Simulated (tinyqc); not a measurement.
Inside a calculation. Method: UHF in the sto-6g basis, for H3, spin multiplicity 2. One step of it, computed by the program tinyqc.

Task: Iteration 3: diagonalisation and new density. Diagonalise F' = X^T F X, C = X C', fill 2 alpha and 1 beta electrons from the bottom; D(s) = C_occ C_occ^T. Each column has its largest component positive (the first on a tie).

F(alpha) (hartree):
```
           1H 1s      2H 1s      3H 1s
1H 1s  -0.423217  -0.584727  -0.541937
2H 1s  -0.584727  -0.490906  -0.283094
3H 1s  -0.541937  -0.283094  -0.501662
```

F(beta) (hartree):
```
           1H 1s      2H 1s      3H 1s
1H 1s  -0.455827  -0.518885  -0.464923
2H 1s  -0.518885  -0.146183  -0.333120
3H 1s  -0.464923  -0.333120  -0.050144
```

X:
```
               1          2         3
1H 1s   1.377001  -0.038873  0.459644
2H 1s  -0.893155  -0.790024  0.392791
3H 1s  -0.748690   0.870969  0.376801
```

Give: F' = X^T F X; orbital energies; coefficients C; F' = X^T F X; orbital energies; coefficients C; D(alpha) after iteration 3; D(beta) after iteration 3.

Result:

F' = X^T F X (alpha) (hartree):
```
        1        2        3
1  0.7018   0.0062   0.0535
2  0.0062  -0.2972  -0.0051
3  0.0535  -0.0051  -0.7190
```

orbital energies (alpha) (hartree): MO1 -0.7211, MO2 -0.2972, MO3 0.7039

coefficients C (alpha):
```
          MO1      MO2      MO3
1H 1s  0.4070  -0.0524   1.3930
2H 1s  0.4162  -0.7900  -0.8825
3H 1s  0.4156   0.8702  -0.7287
```

F' = X^T F X (beta) (hartree):
```
         1        2        3
1   0.7804  -0.0086  -0.1619
2  -0.0086   0.3281   0.0393
3  -0.1619   0.0393  -0.5730
```

orbital energies (beta) (hartree): MO1 -0.5936, MO2 0.3293, MO3 0.7999

coefficients C (beta):
```
          MO1      MO2      MO3
1H 1s  0.6183   0.0233   1.3138
2H 1s  0.3181  -0.8034  -0.9108
3H 1s  0.2507   0.8597  -0.8119
```

D(alpha) after iteration 3:
```
        1H 1s    2H 1s    3H 1s
1H 1s  0.1684   0.2108   0.1236
2H 1s  0.2108   0.7973  -0.5145
3H 1s  0.1236  -0.5145   0.9300
```

D(beta) after iteration 3:
```
        1H 1s   2H 1s   3H 1s
1H 1s  0.3823  0.1967  0.1550
2H 1s  0.1967  0.1012  0.0798
3H 1s  0.1550  0.0798  0.0628
```
